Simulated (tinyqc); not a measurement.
Worked calculation: microkinetic model of low-temperature epitaxy from hydride gases: adsorption, hydrogen desorption and rate control. Computed by tinyqc, a small Python program that keeps every step. Command: `OMP_NUM_THREADS=1 python tinyqc.py 3029091 3029092 out.jsonl hepi walk`. One thread of a shared host (Intel(R) Xeon(R) Processor @ 2.30GHz), about 0.01 s of CPU time with the checks. Intermediate numbers are printed to about 7 digits and carried at full precision; extremes and crossings named in words are read from the listed rows.

Each hydride molecule needs two free sites and leaves four hydrogen atoms, of which two leave at once as H2; theta is the hydrogen coverage, the site density is 6.78 per nm^2 and one layer is 1.358 angstrom thick.

Inputs (values chosen for the exercise, close to those used for silane and germane, with second-order desorption as on Si(111) but the site density of Si(001)):
```
quantity,value,unit
silane pressure p_S,0.021,Pa
sticking prefactor of silane s0,0.033,-
adsorption barrier E_s,0.25,eV
desorption prefactor nu_d,3.1e+11,1/s
desorption energy on silicon E_d,2.11,eV
hydrogen carrier pressure p_H,5300,Pa
sticking of hydrogen s_H,1.5e-07,-
temperature T,730,C
germane pressure p_G,0.00033,Pa
sticking ratio of germane to silane r_G,2.3,-
"lowering of E_d per unit germanium fraction, dE",0.32,eV
```

Film: silicon-germanium. Order of hydrogen desorption: second.

Constants: k_B = 8.617333262e-05 eV/K; u = 1.6605390666e-27 kg; k_B = 1.380649e-23 J/K.

## Rate constants

Flux per site F = p/(sqrt(2 pi M k_B T) x 6.78e18 per m^2), M = 32.12 u (silane), 76.63 u (germane), 2.016 u (hydrogen); s = s0 exp(-E_s/(k_B T)); k_S = s F_S, k_G = r_G s F_G; germanium fraction x = k_G/(k_S + k_G); k = k_S + k_G; k_H = s_H F_H; k_d = nu_d exp(-(E_d - dE x)/(k_B T)). Temperatures in kelvin are T(C) + 273.15.

k = 0.08515964 1/s

germanium fraction x = 0.02286470

k_H = 6.869943 1/s

k_d = 8.464089 1/s

## Coverage and growth rate

With k the hydride and k_H the hydrogen adsorption rate on free pairs and k_d the desorption rate, steady state: 2 (k + k_H)(1 - theta)^2 = k_d theta^2; growth rate R = k (1 - theta)^2 layers/s; 1 layer/s = 8.148 nm/min. With c = 2 (k + k_H)/k_d the free share is 1 - theta = 1/(1 + sqrt(c)).

c = 1.643438

hydrogen coverage theta = 0.5617815

growth rate R in layers = 0.01635367 layers/s

growth rate G = 0.1332497 nm/min

Adsorption and desorption share control.

## Degrees of rate control

X_i = d ln R/d ln k_i at fixed other constants. With f = 1 - theta and a = 2/f + 2/theta: d ln f/d ln k_d = 1/(a f), so X_d = 2/(a f), X_k = 1 - X_d k/(k + k_H), X_H = -X_d k_H/(k + k_H); they sum to 1.

X_d (desorption) = 0.5617815

X_k (hydride adsorption) = 0.9931214

X_H (hydrogen adsorption) = -0.5549029

Caution: at carrier pressures near or above 1e4 Pa gas-phase transport, left out here, begins to limit.

## Two regimes over temperature

Limits: desorption-limited R = k_d k/(2 (k + k_H)), adsorption-limited R = k.

Growth:
```
T (C),theta,G (nm/min),desorption limit (nm/min),adsorption limit (nm/min)
400,0.9981774,6.816479e-07,6.841394e-07,0.2052039
450,0.9935368,1.114145e-05,1.128688e-05,0.2667113
500,0.9806962,1.245901e-04,1.295431e-04,0.3343483
550,0.9504734,9.982887e-04,1.105036e-03,0.4069852
600,0.8900940,5.840727e-03,7.372168e-03,0.4835307
650,0.7894761,2.495117e-02,4.003253e-02,0.5629735
700,0.6525779,7.778099e-02,1.826454e-01,0.6444046
750,0.5015198,1.806530e-01,7.182391e-01,0.7270253
800,0.3634298,3.282890e-01,2.485508e+00,0.8101470
850,0.2540631,4.969879e-01,7.699503e+00,0.8931855
```

The apparent activation energy of G is 2.34 eV between the first rows and 0.86 eV between the last; full hydrogen cover gives a value near the desorption energy (plus E_s where k_H far exceeds k), a bare surface one near E_s less k_B T/2 from the flux. The coverage passes one half between 750 and 800 C, the knee of the Arrhenius plot.

Checks made by the program: steady coverage against time integration of d theta/dt (relative difference below 1e-10); degree of control against a finite difference (relative difference below 1e-10).
